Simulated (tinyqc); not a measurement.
Inside a calculation. Method: tight binding, honeycomb lattice. One step of it, computed by the program tinyqc.

Task: Levels at k. Diagonalise the Hermitian matrix.

H(k) at k (eV):
```
                     A                    B
A            -1.163326  -2.595080-1.031307i
B  -2.595080+1.031307i            -1.163326
```

Give: eigenvalues; weights |c|^2 of the basis functions.

Result:

eigenvalues (eV): -3.9558  1.6292

weights |c|^2 of the basis functions:
```
   band 1  band 2
A  0.5000  0.5000
B  0.5000  0.5000
```
